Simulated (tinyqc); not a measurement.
What moves the count of states: density of states of one tight-binding band on the triangular lattice.

E(k) = -2 t (cos 2 pi k1 + cos 2 pi k2 + cos 2 pi (k1 + k2)); k in fractions of the reciprocal vectors, mesh k_i = j/N with j = 0 .. N-1. Densities are per cell and per spin, so the band holds one state.

Each cell of the mesh is cut along (i+1, j)-(i, j+1) into two triangles. For corner energies e1 <= e2 <= e3 and eij = ei - ej, the share of the triangle below E is n = (E - e1)^2/(e21 e31) for e1 < E < e2 and n = 1 - (e3 - E)^2/(e31 e32) for e2 < E < e3; its density of states is g = dn/dE.

Gaussian broadening: g(E) = mean over the mesh of exp(-(E - E_k)^2/(2 sigma^2))/(sigma sqrt(2 pi)), n(E) = mean of erfc((E_k - E)/(sigma sqrt 2))/2.

Values chosen for the exercise:
- t = 0.32 eV (nearest hopping)
- E = -1.29 eV (energy at which the density is wanted)
- sigma = 0.096 eV (Gaussian width)

Linear method and Gaussian sum with N = 48. Each row changes one parameter from the base and keeps the others.

Results:

| case | n linear | g linear (1/eV) | n Gaussian | g Gaussian (1/eV) |
|---|---|---|---|---|
| base | 0.0987 | 0.1726 | 0.0993 | 0.1730 |
| t = 0.352 eV | 0.1194 | 0.1637 | 0.1199 | 0.1638 |
| E = -1.258 eV | 0.1042 | 0.1744 | 0.1048 | 0.1749 |
| sigma = 0.192 eV | 0.0987 | 0.1726 | 0.1001 | 0.1736 |

The largest shifts from the base row, up to three for each result and ties (the steps differ in size, so this ranks the rows, not the parameters). n linear: t +0.0207, E +0.0056; unchanged at the printed digits by sigma. g linear (1/eV): t -0.0089, E +0.0018; unchanged at the printed digits by sigma. n Gaussian: t +0.0207, E +0.0056, sigma +0.0008. g Gaussian (1/eV): t -0.0093, E +0.0019, sigma +0.0006.

Computed by tinyqc, a small Python program: `OMP_NUM_THREADS=1 python tinyqc.py 1652761 1652762 out.jsonl` (the numbers bound the seed that draws the inputs); one thread of a shared host (Intel(R) Xeon(R) Processor @ 2.30GHz), about 0.08 s for the whole set of steps.
